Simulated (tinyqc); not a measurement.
Two-step dopant diffusion (predeposition and drive-in) with a constant diffusivity: one step, computed by the program tinyqc. Command: `OMP_NUM_THREADS=1 python tinyqc.py 3003702 3003703 out.jsonl dopdiff walk`. One thread of a shared host (Intel(R) Xeon(R) Processor @ 2.30GHz), about 0.05 s of CPU time with the checks.

Fick diffusion into a half space x > 0 whose background doping C_B is of the opposite type, so that a junction lies where C = C_B.

Task: Drive-in as a Gaussian. With a sealed surface and a thin source, C = Q/sqrt(pi (Dt)2) exp(-x^2/(4 (Dt)2)); x_j = 2 sqrt((Dt)2 ln(C(0)/C_B)); gradient at the junction |dC/dx| = C_B x_j/(2 (Dt)2).

Inputs (values chosen for the exercise, modelled on phosphorus in silicon):
```
quantity                        value    unit
surface concentration C_s     1.1e+20  1/cm^3
background doping C_B         4.9e+16  1/cm^3
predeposition temperature T1     1000       C
drive-in temperature T2          1125       C
```

dose Q = 4.984481e+14 1/cm^2

drive-in budget (Dt)2 = 3.850890e-09 cm^2

Give: surface concentration C(0) (Gaussian); junction depth x_j; gradient at the junction.

Result:

surface concentration C(0) (Gaussian) = 4.532e+18 1/cm^3

junction depth x_j = 2.641 um

gradient at the junction = 1.680e+21 1/cm^4

Caution: C_s exceeds the intrinsic carrier density of silicon at the predeposition temperature (2e18 to 1e19 per cm^3), where real diffusivities rise with concentration and profiles turn box-like.
